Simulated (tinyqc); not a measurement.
# Wafer bonding and layer transfer: bond energy, gap closing, particles, bonding of dissimilar wafers and hydrogen blisters, step by step

A worked calculation. Computed by tinyqc, a small Python program that keeps every step. Command: `OMP_NUM_THREADS=1 python tinyqc.py 3011964 3011965 out.jsonl bond walk`. One thread of a shared host (Intel(R) Xeon(R) Processor @ 2.30GHz), about 0.01 s of CPU time with the checks. Intermediate numbers are printed to about 6 digits and carried at full precision; extremes and crossings named in words are read from the listed rows.

gamma is the energy per area of each of the two surfaces; plates are isotropic.

Inputs (values chosen for the exercise, for model wafers): Young's modulus E1 = 136 GPa; Young's modulus E2 = 86 GPa; Poisson ratio nu = 0.27; thickness t1 = 725 micrometre; thickness t2 = 350 micrometre; blade thickness t_b = 100 micrometre; crack length L = 14.4 mm; particle radius h = 0.055 micrometre; radius of a shallow gap R = 0.023 mm; half height of the gap h_g = 1 nm; expansion mismatch alpha_2 - alpha_1 = 0.59 1e-6/K; heating dT = 375 K; implant depth d = 1 micrometre; hydrogen dose = 6.1 1e16/cm^2; share of the dose released as H2 = 0.46; surface energy of the weakened plane gamma_s = 0.83 J/m^2; anneal temperature T = 725 K.

Pair: two different wafers.

Constants: k_B = 1.380649e-23 J/K.

## Bond energy from the blade test

Two cantilevers opened by t_b: gamma = 3 t_b^2 E1 t1^3 E2 t2^3/(16 L^4 (E1 t1^3 + E2 t2^3)).

bond energy gamma = 0.150108 J/m^2

An error of 5 % in L changes gamma by about 20 %. This is the level of van der Waals or hydrogen bonds, as after contact at room temperature.

## Does a shallow gap close?

E' = E1/(1 - nu^2), equal wafers of thickness t1 assumed. A gap of radius R closes if h_g < h_c: h_c = R^2/sqrt((2/3) E' t1^3/gamma) for R > 2 t1 (plate bending), h_c = 3.6 sqrt(R gamma/E') for R < 2 t1 (local deformation).

closable height h_c = 17.4648 nm

h_g/h_c = 0.0572581

The gap closes.

## Void around a particle

E' = E1/(1 - nu^2), equal wafers assumed. Void radius in the plate regime: R_v = [(2/3) E' t1^3/gamma]^(1/4) h^(1/2). Below h_crit = 5 sqrt(t1 gamma/E') the wafers deform locally and R_v is of the order of h (taken as h).

critical particle radius = 0.136187 micrometre

void radius = 0.055 micrometre

The particle is small enough to be embedded.

## Heating a pair with different expansion

M = E/(1 - nu), misfit e = (alpha_2 - alpha_1) dT. Curvature k = 6 M1 M2 t1 t2 (t1 + t2) e/[M1^2 t1^4 + M2^2 t2^4 + 2 M1 M2 t1 t2 (2 t1^2 + 3 t1 t2 + 2 t2^2)]; force per width F = k (M1 t1^3 + M2 t2^3)/(6 (t1 + t2)); at the interface s1 = F/t1 + M1 k t1/2, s2 = -F/t2 - M2 k t2/2; stored biaxial energy U = F^2 [1/(M1 t1) + 1/(M2 t2)] + k^2 (M1 t1^3 + M2 t2^3)/12; the pair can part when U > 2 gamma.

curvature = 0.242937 1/m

force per width = 2.86426 kN/m

stress in wafer 1 at the interface = 20.3573 MPa

stress in wafer 2 at the interface = -13.1921 MPa

stored energy U = 0.633718 J/m^2

largest dT for this gamma = 258.108 K

U exceeds 2 gamma: the pair can debond; the bond strengthens on heating, so slow ramps or thinning one wafer first help.

## Blistering after hydrogen implantation

A flat crack of radius r under a layer of thickness d, as a clamped plate: centre height w = 3 p r^4/(16 E' d^3), volume pi r^2 w/3, energy release G = 3 p^2 r^4/(32 E' d^3), E' = E1/(1 - nu^2). It grows when G = 2 gamma_s. The gas comes from the area pi r^2: p V = (dose x share/2) pi r^2 k_B T, and G = p w/2 = (3/2) N k_B T with N the H2 molecules per area. Share needed: G = 2 gamma_s. The pressure and height at growth are given for r = 10 d.

energy release G = 2.10654 J/m^2

share of the dose needed = 0.362490

pressure at growth = 16.1166 MPa

height at growth = 205.998 nm

The released gas suffices: cracks grow, as blisters under a free surface or as a split under a bonded stiffener. In this plate limit G depends on neither r nor d.

## Closable height against the size of the gap

The formulas are those given above.

Gap closing:
```
R (mm)    regime     h_c (nm)  slope h_c/R
1.00e-04   local  1.15159e+00    0.0115159
1.00e-03   local  3.64166e+00    0.0036417
1.00e-02   local  1.15159e+01    0.0011516
1.00e-01   local  3.64166e+01    0.0003642
5.00e-01   local  8.14299e+01    0.0001629
2.00e+00   plate  2.53860e+02    0.0001269
5.00e+00   plate  1.58663e+03    0.0003173
2.00e+01   plate  2.53860e+04    0.0012693
5.00e+01   plate  1.58663e+05    0.0031733
```

Roughness of 100 nm scale may be 1.2 nm in half height, waviness of radius 5 cm as much as 160 micrometre: h_c goes as R^(1/2) when the wafer deforms locally and as R^2 when it bends. The allowed slope is least near R = 2 t1, so defects about 4 t1 wide are the hardest to close; bow matters little.

Checks made by the program: gamma against the derivative of the beam energy (relative difference below 1e-10).
